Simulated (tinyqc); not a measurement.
Worked calculation: rapid thermal processing of a wafer: radiative balance, ramp and cooling, pattern effects, pyrometer error and spike budget. Computed by tinyqc, a small Python program that keeps every step. Command: `OMP_NUM_THREADS=1 python tinyqc.py 3112529 3112530 out.jsonl rtp walk`. One thread of a shared host (Intel(R) Xeon(R) Processor @ 2.30GHz), about 0.04 s of CPU time with the checks. Intermediate numbers are printed to about 5 digits and carried at full precision; extremes and crossings named in words are read from the listed rows.

The wafer is opaque and uniform through its thickness unless said otherwise; temperatures in formulas are in kelvin (C + 273.15). sigma = 5.670374419e-12 W/(cm^2 K^4).

Inputs (values chosen for the exercise, modelled on a hot silicon wafer):
```
quantity                                              value         unit
wafer thickness d                                       725   micrometre
heat capacity per volume C                             2.11   J/(cm^3 K)
thermal conductivity k                                 0.25     W/(cm K)
emissivity eps of each face                            0.66            -
reflectivity of the chamber walls r                    0.69            -
gas heat-transfer coefficient h, both faces together   0.62  mW/(cm^2 K)
wall temperature T_w                                    350            K
process temperature                                     960            C
starting temperature                                    500            C
ramp rate                                                94          K/s
relative change of absorptivity over a pattern            2            %
period of the pattern                                  0.73           mm
pyrometer wavelength                                   0.95   micrometre
error of the assumed emissivity                          10            %
activation energy of the process E_a                      2           eV
```

Constants: k_B = 8.617333262e-05 eV/K; h = 6.62607015e-34 J s; c = 299792458 m/s; k_B = 1.380649e-23 J/K.

## Power to hold and to ramp

Effective emissivity between parallel grey plates: eps_eff = 1/(1/eps + 1/(1 - r) - 1). Loss per area q(T) = 2 eps_eff sigma (T^4 - T_w^4) + h (T - T_w). Absorbed power during a ramp = q(T) + C d x ramp rate; thermal time constant tau = C d/(dq/dT), dq/dT = 8 eps_eff sigma T^3 + h; natural cooling rate q/(C d); front-to-back difference under one-sided heating at the end of the ramp = (absorbed power) d/(2 k).

eps_eff = 0.26731

holding power q = 7.5121 W/cm^2

power at the end of the ramp = 21.892 W/cm^2

dq/dT = 23.359 mW/(cm^2 K)

time constant tau = 6.5489 s

natural cooling rate = 49.107 K/s

front-to-back difference = 3.1743 K

Radiation carries 93 % of the loss. The ramp needs 2.9 times the holding power.

## Cooling curve

Cooling with the lamps off: C d dT/dt = -q(T), integrated adaptively (relative tolerance 1e-10).

Lamps off at t = 0:
```
t (s)   T (C)  cooling rate (K/s)
0.65   929.58              44.626
1.30   901.84              40.819
2.60   852.93              34.714
4.60   790.67              27.977
6.50   742.04              23.447
9.80   674.18              18.084
16.00  581.85              12.340
26.00  483.78               7.857
```

The rate falls from 49.1 K/s at t = 0 to 7.86 K/s in the last row.

## Thermal budget of a spike

Spike anneal: linear ramp to the peak, then lamps off. Equivalent time at the peak = int exp(-(E_a/k_B)(1/T - 1/T_peak)) dt; estimate (k_B T^2/E_a)(1/ramp rate + 1/cooling rate). The ramp part uses 4000 trapezoid steps, the cooling part 4000 steps over 4 tau. Time within 50 K of the peak from the same curves.

equivalent time, ramp = 0.63276 s

equivalent time, cooling = 1.4685 s

equivalent time, total = 2.1013 s

estimate = 2.0313 s

time within 50 K of the peak = 1.6346 s

Cooling supplies 70 % of the budget.

## What a faster ramp buys

The formulas are those given above.

Against the ramp rate:
```
ramp (K/s)  ramp part (s)  cooling part (s)  total (s)  power at the peak (W/cm^2)
10                 5.9479            1.4685     7.4164                        9.04
25                 2.3792            1.4685     3.8477                       11.34
50                 1.1896            1.4685     2.6581                       15.16
100                0.5948            1.4685     2.0633                       22.81
250                0.2379            1.4685     1.7064                       45.76
500                0.1190            1.4685     1.5875                       84.00
1000               0.0595            1.4685     1.5280                      160.49
```

From 10 to 100 K/s the total falls by a factor 3.6, from 100 to 1000 K/s by 1.35: the cooling part, 1.47 s, is a floor, and the natural cooling rate here is 49.1 K/s.

## Pattern effect

At steady state a sinusoidal change of absorbed power of relative amplitude a and period p gives the temperature amplitude a q/(dq/dT + k d (2 pi/p)^2); healing length l = sqrt(k d/(dq/dT)); process change = E_a dT/(k_B T^2). Emissivity is taken as unchanged.

healing length l = 8.8087 mm

amplitude without lateral conduction = 6.4320 K

amplitude = 0.0011187 K

change of the process rate = 0.0017075 %

Lateral conduction cuts the amplitude to 0.017 %, since p/(2 pi l) = 0.013.

## Pyrometer error

Signal proportional to eps/(exp(c2/(lambda T)) - 1), c2 = h c/k_B. If the assumed emissivity is too high by the given error, the reading T' solves (1 + error)/(exp(c2/(lambda T')) - 1) = 1/(exp(c2/(lambda T)) - 1). Wien estimate: T' - T = -lambda T^2 ln(1 + error)/c2. Process rates go as exp(-E_a/(k_B T)).

c2 = 14388 micrometre K

c2/(lambda T) = 12.282

reading less true temperature = -9.4960 K

Wien estimate = -9.5698 K

rate at T over rate at T', less 1 = 15.726 %

Checks made by the program: cooling time against quadrature of C d dT/q (relative difference 3e-08).
